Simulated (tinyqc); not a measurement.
# Worked calculation: off-state leakage of single and stacked transistors

Computed by the program tinyqc: `OMP_NUM_THREADS=1 python tinyqc.py 2242005 2242006 out.jsonl`, one thread of a shared Intel Xeon 2.30GHz, about 0.03 s for the whole run. Printed values are rounded.

n-channel devices of unit width. Subthreshold current I(Vg, Vs, Vd) = I0 (T/300 K)^0.5 exp[(Vg - Vs - VT(T) - gb (Vs - Vb) + dd (Vd - Vs))/(nf Vt)] (1 - exp(-(Vd - Vs)/Vt)), VT(T) = VT - cT (T - 300 K). Gate-edge tunnelling Ig (Vd/1 V) exp(ag (Vd - 1 V)), for a gate at 0 V, and band-to-band leakage Ab u exp(-Bb/u), u = Vd - Vb + 1 V, flow at a drain held at V; both are taken as independent of T. In a stack of off transistors (all gates at 0 V) the same subthreshold current passes through each.

Inputs (values chosen for the exercise); values of the order met in bulk silicon logic transistors: temperature T = 300 K; supply voltage V = 0.8 V; threshold at 300 K, zero drain and body bias VT = 0.49 V; fall of the threshold with temperature cT = 0.5 mV/K; current at threshold at 300 K I0 = 0.78 uA/um; slope factor nf = 1.42; drain-induced lowering per volt dd = 0.15; rise of the threshold per volt of source-body bias gb = 0.17; gate-edge tunnelling current at 1 V Ig = 0.001 uA/um; exponential slope of the gate current ag = 4.7 1/V; prefactor of band-to-band leakage at the drain Ab = 100 uA/(um V); its exponential voltage Bb = 22 V; body voltage Vb = 0 V.

Constants: q = 1.602176634e-19 C, kB = 1.380649e-23 J/K, Vt = kB T/q. Results are converted to the units shown.

## Leakage of one transistor

Vg = Vs = 0, Vd = V; effective threshold VT(T) - gb Vb - dd V.

effective threshold = 0.37 V
parts (nA/um): subthreshold 0.0327207, gate edge 0.312502, band-to-band 0.885582
total = 1.23081 nA/um
shares (%): subthreshold 2.65848, gate edge 25.3901, band-to-band 71.9515

The band-to-band part is the largest.

## Starting value

Vx = dd V/(1 + gb + 2 dd), the solution for Vx well above Vt, rounded to three decimals.

Vx at the start = 0.082 V

## Iteration 1: new Vx

Stack of two, Vx the node between them: I_low = I(0, 0, Vx), I_up = I(0, Vx, V), f = ln(I_up/I_low), f' = -(1 + gb + 2 dd)/(nf Vt) - 1/(Vt (exp(Vx/Vt) - 1)) - 1/(Vt (exp((V - Vx)/Vt) - 1)), Vx(new) = Vx - f/f'.

I_low = 0.00166756 nA/um
I_up = 0.00171511 nA/um
f = 0.0281180
f' = -41.7364 1/V
Vx after iteration 1 = 0.0826737 V

## Iteration 2: new Vx

As before.

I_low = 0.00167404 nA/um
I_up = 0.00167406 nA/um
f = 1.53635e-5
f' = -41.6910 1/V
Vx after iteration 2 = 0.0826741 V

## Course of the iteration

Stop when the step is below 1e-11 V, or after 40 iterations.

Course of the iteration:
```
iteration  Vx before the step (V)  step (V)
1                           0.082   6.74e-4
2                       0.0826737   3.69e-7
3                       0.0826741  1.08e-13
```

Converged in 3 iterations. The subthreshold current of the stack is 0.001674 nA/um, 19.5 times less than that of one transistor (the drain leakage is unchanged); the estimate exp[dd V (1 + gb + dd)/((1 + gb + 2 dd) nf Vt)] gives 18.8.
